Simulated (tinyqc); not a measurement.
Inside a calculation: phonon-assisted absorption at an indirect gap. Values are carried at full precision from step to step, so a last printed digit may differ when a step is redone from the rounded ones.

alpha(E) = sum_j A_j [N_j (E - Eg + w_j)^2 + (N_j + 1)(E - Eg - w_j)^2], each bracket counted only where its base is positive; N_j = 1/(exp(w_j/kB T) - 1). The first term absorbs a phonon and the second emits one; excitons and direct transitions are left out.

Constants: kB = 8.617333262e-05 eV/K.

Inputs chosen for the exercise (loosely those of Si at room temperature; Eg is not tied to T; not measured data): Eg = 1.106 eV (indirect gap, held fixed unless listed); w = (57.1, 19) meV (two zone-edge phonons); A = (3300, 500) 1/(cm eV^2) (their strengths); T = 300 K; E = 1.251 eV (photon energy); nr = 3.57 (refractive index); d = 2.1 micrometre (thickness); xj = 0.065 micrometre (dead layer at the surface); W = 14 micrometre (depleted width); L = 9.6 micrometre (minority diffusion length below it).

## The four branches at one energy

Evaluate the occupations and each term.

N_j: [0.1234, 0.9213]

terms with phonon absorption (1/cm): [16.63, 12.39]

terms with phonon emission (1/cm): [28.64, 15.25]

alpha = 72.92 1/cm
wavelength hc/E (hc = 1239.841984 eV nm) = 991.1 nm

Phonon absorption supplies 39.8 % of alpha; the depth 1/alpha is 137 micrometre.

## What a slab does with it

Slab of thickness d in air, incoherent passes: R = ((nr - 1)/(nr + 1))^2, x = exp(-alpha d); transmitted Tr = (1 - R)^2 x/(1 - R^2 x^2), reflected Rt = R + (1 - R)^2 R x^2/(1 - R^2 x^2), absorbed Ab = (1 - R)(1 - x)/(1 - R x).

d in cm is 1e-4 times the value in micrometres.

R = 0.3163
x = 0.9848
Tr = 0.5099
Rt = 0.4750
Ab = 0.0151

A single pass would absorb (1 - R)(1 - x) = 0.0104; the back face adds 0.0047.

## Quantum efficiency of a diode

Photodiode (Gaertner form with a dead layer): QE = (1 - R) exp(-alpha xj) [1 - exp(-alpha W)/(1 + alpha L)], R = ((nr - 1)/(nr + 1))^2; responsivity = QE/E in A/W for E in eV.

Evaluate the factors; 1 micrometre = 1e-4 cm.

passes the dead layer = 0.9995
collected share = 0.1561
QE = 0.1067
responsivity = 0.0853 A/W

Without diffusion from below the collected share would be 0.0970.

## Checks

- Tr + Rt + Ab against 1: both 1.000000.

Program tinyqc; command `OMP_NUM_THREADS=1 python tinyqc.py 1651366 1651367 out.jsonl`; about 0.01 s on one thread of a shared Intel(R) Xeon(R) Processor @ 2.30GHz.
